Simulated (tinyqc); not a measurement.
What sets the wire resistivity: free and nearly free electrons in a metal.

The cubic cell holds 2 atoms: n = 2 z/a^3, kF = (3 pi^2 n)^(1/3), EF = c kF^2/m, vF = 2 c kF/(m hbar), c = hbar^2/2m0; rs = (3/(4 pi n))^(1/3)/a0; D(EF) = 3 n/(2 EF).

Square wire of width w with grain size w: rho/rho0 = 1/(1 - 3 al/2 + 3 al^2 - 3 al^3 ln(1 + 1/al)) + (3/4) (1 - p) l/w, with al = (l/w) Rg/(1 - Rg) (Mayadas-Shatzkes plus the thick-wire form of Fuchs-Sondheimer); l = hbar kF/(n e^2 rho), e = 1.602176634e-19 C.

Constants: hbar^2/2m0 = 3.80998211 eV angstrom^2; hbar = 6.58211957e-16 eV s; a0 (Bohr radius) = 0.5291772105 angstrom.

Inputs chosen for the exercise (near those of Na; not measured data):

| symbol | value | unit | meaning |
|---|---|---|---|
| a | 4.236 | angstrom | bcc lattice constant |
| z | 1 |  | free electrons an atom |
| m | 1 | m0 | mass |
| rho | 4.71 | micro-ohm cm | bulk resistivity |
| p | 0 |  | specularity of the surfaces |
| Rg | 0.17 |  | reflection at grain boundaries |
| w | 20 | nm | wire width |

All results formed anew.

One parameter was then changed.

Results before and after:

| case | EF (eV) | l (nm) | wire rho (micro-ohm cm) |
|---|---|---|---|
| base | 3.226 | 30.50 | 12.185 |
| changed | 2.688 | 30.50 | 12.185 |

Which of these changes was made? (a) m = 1.2 m0; (b) w = 14 nm; (c) p = 0.3; (d) Rg = 0.119; (e) a = 4.363 angstrom; (f) rho = 5.652 micro-ohm cm.

Answer: (a) m = 1.2 m0. Of the candidates, run in turn, only this one gives the changed row.

All candidates:

| case | EF (eV) | l (nm) | wire rho (micro-ohm cm) |
|---|---|---|---|
| base | 3.226 | 30.50 | 12.185 |
| a = 4.363 angstrom | 3.041 | 32.36 | 12.636 |
| m = 1.2 m0 | 2.688 | 30.50 | 12.185 |
| rho = 5.652 micro-ohm cm | 3.226 | 25.42 | 13.137 |
| p = 0.3 | 3.226 | 30.50 | 10.569 |
| Rg = 0.119 | 3.226 | 30.50 | 11.489 |
| w = 14 nm | 3.226 | 30.50 | 15.360 |

The mass drops out of l at given rho, because vF falls and tau rises by the same factor.

Program tinyqc; command `OMP_NUM_THREADS=1 python tinyqc.py 1651586 1651587 out.jsonl`; about 0.01 s on one thread of a shared Intel(R) Xeon(R) Processor @ 2.30GHz.
